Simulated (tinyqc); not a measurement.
Choosing the offset: vacuum evaporation: vapour pressure, source flux, thickness distribution, purity and step coverage. Computed by tinyqc, a small Python program. Command: `OMP_NUM_THREADS=1 python tinyqc.py 3112671 3112672 out.jsonl evap walk`. One thread of a shared host (Intel(R) Xeon(R) Processor @ 2.30GHz), about 0.01 s of CPU time with the checks.

Molecular flow, unit sticking of the metal, no re-evaporation. The background gas is taken as water vapour (18.015 g/mol, collision diameter 0.37 nm) at 300 K.

Inputs (values chosen for the exercise, modelled on gold, with constants for the liquid): directionality n = 4; source-to-wafer distance h = 60 cm; wafer radius R = 15 cm.

Method. Rotating wafer, source offset by s and facing upwards: thickness at radius r is the mean over the angle a of (1 + (r^2 + s^2 - 2 r s cos a)/h^2)^(-(n + 3)/2), by 360 equal steps; non-uniformity (max - min)/(max + min) over 21 radii from 0 to R. The curvature at the centre vanishes at s/h = sqrt(2/(n + 3)).

Against the offset:

| s/h | centre thickness | edge over centre | non-uniformity (%) |
|---|---|---|---|
| 0.0 | 1.0000 | 0.8088 | 10.570 |
| 0.2 | 0.8717 | 0.8422 | 8.569 |
| 0.4 | 0.5948 | 0.9254 | 3.874 |
| 0.5 | 0.4579 | 0.9739 | 1.323 |
| 0.6 | 0.3409 | 1.0203 | 1.003 |
| 0.7 | 0.2477 | 1.0610 | 2.958 |
| 0.8 | 0.1770 | 1.0940 | 4.490 |
| 0.9 | 0.1254 | 1.1189 | 5.611 |
| 1.1 | 0.0623 | 1.1467 | 6.834 |

What follows from these numbers?

The best row, s/h = 0.6, has 1.0 % against 11 % on the axis, at the price of a rate lower by a factor 2.93; the small-wafer optimum is sqrt(2/(n + 3)) = 0.53.

Extremes, crossings and ranges named in words are read from the listed rows.
